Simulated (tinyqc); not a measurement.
Inside a calculation. Method: plane-wave Kohn-Sham cycle with exchange-only LDA in a layered model solid. One step of it, computed by the program tinyqc.

Problem. Iteration 2: Hamiltonian at one k. H(m,m') = (k + G_m)^2/2 delta + V(G_m - G_m'), with V(-G) = V(G).

A solid whose potential varies along x alone (atomic units):
```
parameter,value
period a,5.900000
cross-section of the cell,17.000000
electrons per cell,2
grid points,16
"plane waves -n..n, n",2
k points,4
V1 in V1 cos(2 pi x/a),-0.530000
V2 in V2 cos(4 pi x/a),-0.220000
```

V(G_m), m = 0, 1, 2, ... (hartree): -0.259542  -0.218932  -0.111304  0.000209  0.000262

k = 0.125000 2 pi / a

Give: H.

Solution.

H (hartree), lower triangle:
```
,-2,-1,+0,+1,+2
-2,1.7340
-1,-0.2189,0.1746
+0,-0.1113,-0.2189,-0.2507
+1,0.0002,-0.1113,-0.2189,0.4581
+2,0.0003,0.0002,-0.1113,-0.2189,2.3011
```
